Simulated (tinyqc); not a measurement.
Printed widths: electron-beam lithography: double-Gaussian proximity function, edge placement and dose correction for parallel lines. Computed by tinyqc, a small Python program. Command: `OMP_NUM_THREADS=1 python tinyqc.py 3110909 3110910 out.jsonl proximity walk`. One thread of a shared host (Intel(R) Xeon(R) Processor @ 2.30GHz), about 0.01 s of CPU time with the checks.

Lines are infinitely long. Absorbed energy is counted so that the middle of a very large area written at dose 1 receives 1; the resist develops where it exceeds 1/2.

Inputs (values chosen for the exercise, of the order of those for 20 keV electrons in resist on silicon): forward range alpha = 0.0081 micrometre; backscatter range beta = 2.3 micrometre; backscatter ratio eta = 0.54.

line widths (micrometre): [0.098, 0.55, 0.092, 0.33]

gaps between the lines (micrometre): [0.1, 0.087, 0.16]

Method:
- The first line starts at x = 0; each next one starts after the width and the gap.
- f(r) = [exp(-r^2/alpha^2)/alpha^2 + eta exp(-r^2/beta^2)/beta^2]/(pi (1 + eta)). A line from a to b at dose d gives E(x) = d [S(alpha) + eta S(beta)]/(1 + eta), S(s) = [erf((b - x)/s) - erf((a - x)/s)]/2.
- M_ij is the mean of E at the two edges of line i from line j at dose 1.
- Uncorrected edge energies are M 1. Solve M d = 1/2 for the doses d that put the mean edge energy of every line at the threshold.
- Edges are the roots of E(x) = 1/2 between a line centre and the middle of the next gap. Three cases: dose 1 everywhere; one common dose equal to the mean of d; the corrected doses.

Lines (micrometre):
```
line,left edge,right edge,centre
1,0.000,0.098,0.049
2,0.198,0.748,0.473
3,0.835,0.927,0.881
4,1.087,1.417,1.252
```

corrected doses: 1 1.23081, 2 1.21359, 3 1.20794, 4 1.22442

Width error, printed less drawn (nm):
```
line,drawn width (nm),dose 1,mean dose,corrected
1,98,-4.1994,-0.13236,1.70e-05
2,550,-3.9828,0.07034,1.40e-05
3,92,-3.9129,0.13664,1.00e-06
4,330,-4.1199,-0.05802,4.10e-05
```

What follows from these numbers?

With the common mean dose the errors span 0.3 nm. With corrected doses the largest error is below 0.01 nm.

Extremes, crossings and ranges named in words are read from the listed rows.
